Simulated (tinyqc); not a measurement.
# Mobility from the current

Inverse problem. A Schottky diode carries J = q Nc [vR vD/(vR + vD)] exp(-phi/Vt) [exp(V/Vt) - 1]. A* = 4 pi q me m0 kB^2/h^3 (times 1e-4 for A/(cm^2 K^2)); Nc = 2 (2 pi me m0 kB T/h^2)^1.5 (times 1e-6 for cm^-3); vR = A* T^2/(q Nc). Find vR, vD and mun.

Values chosen for this exercise; band and dielectric values close to those of In0.53Ga0.47As:
- T = 200 K (temperature)
- me = 0.0416 m0 (electron mass)
- phi = 0.45 eV (barrier height seen from the metal)
- V = 0.11 V (bias)

Constants: q = 1.602176634e-19 C, kB = 1.380649e-23 J/K, h = 6.62607015e-34 J s, m0 = 9.1093837015e-31 kg, Vt = kB T/q. Results are converted to the units shown.

J = 4.9278791e-4 A/cm^2
vD/mun = 10162.501 V/cm

Solution. J gives the effective velocity v, and 1/vD = 1/v - 1/vR.

vR = 1.08e7 cm/s
vD = 1.12e8 cm/s
mun = 1.10e4 cm^2/(V s)

tinyqc, about 0.01 s, one thread, Intel Xeon 2.30GHz (shared host): `OMP_NUM_THREADS=1 python tinyqc.py 2640090 2640091 out.jsonl`
